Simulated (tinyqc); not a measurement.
Band filling: full bands against the rectangular model: Slater-Koster d bands of an fcc metal.

Slater-Koster d bands. For a bond with direction cosines (l, m, n) the 5 x 5 block is dds Ps + ddp Pp + ddd (1 - Ps - Pp), the projectors on sigma, pi and delta states about the bond; for instance <xy|xy> = 3 l^2 m^2 dds + (l^2 + m^2 - 4 l^2 m^2) ddp + (n^2 + l^2 m^2) ddd, <xy|yz> = 3 l m^2 n dds + l n (1 - 4 m^2) ddp + l n (m^2 - 1) ddd and <3z2-r2|3z2-r2> = (n^2 - (l^2 + m^2)/2)^2 dds + 3 n^2 (l^2 + m^2) ddp + (3/4)(l^2 + m^2)^2 ddd. H(k) sums the blocks times cos(k.R) over the neighbours; the d level is the zero of energy; k in 2 pi/a.

Neighbours: twelve at (a/2)(1,1,0) and equivalents.

Mesh: k = f1 b1 + f2 b2 + f3 b3 with fractions (j + 1/2)/N, j = 0 to N - 1, and b = (-1,1,1), (1,-1,1), (1,1,-1) for fcc, (0,1,1), (1,0,1), (1,1,0) for bcc, unit vectors for simple cubic. The lowest Nd/10 of all levels are filled with two electrons each; the bond energy is their sum per atom.

Inputs chosen for the exercise (of the size met in Ir; not measured data): dds = -1.139 eV (dd sigma); ddp = 0.775 eV (dd pi); ddd = -0.159 eV (dd delta); N = 8 (mesh).

W = sqrt(12 mu2) with mu2 the mean square level on the mesh; rectangular model: Fermi level W (Nd/10 - 1/2), bond energy -W Nd (10 - Nd)/20. The Fermi level of the mesh is the highest filled level.

Per atom (eV):
```
Nd  EF, bands  bond energy, bands  EF, rectangle  bond energy, rectangle
1      -3.341              -4.158         -3.427                  -3.856
2      -2.628              -7.159         -2.570                  -6.855
3      -1.740              -9.363         -1.714                  -8.997
4      -0.635             -10.591         -0.857                 -10.282
5       0.223             -10.767          0.000                 -10.710
6       1.103             -10.028          0.857                 -10.282
7       1.765              -8.487          1.714                  -8.997
8       2.526              -6.251          2.570                  -6.855
9       3.132              -3.376          3.427                  -3.856
```

W = 8.568 eV
full width on the mesh = 9.660 eV

How do the results move, and what explains it?

The bond energy is deepest at Nd = 5 (-10.767 eV); the rectangle has its minimum at 5. The two differ most at Nd = 8, by 0.604 eV or 6 % of the deepest value: the second moment fixes the parabola, and higher moments the rest. At Nd = 3 and 7 the bands give -9.363 and -8.487 eV, a skew towards less than half filling.

tinyqc: `OMP_NUM_THREADS=1 python tinyqc.py 1451206 1451207 out.jsonl`; about 0.06 s, one thread, shared Intel(R) Xeon(R) Processor @ 2.30GHz.
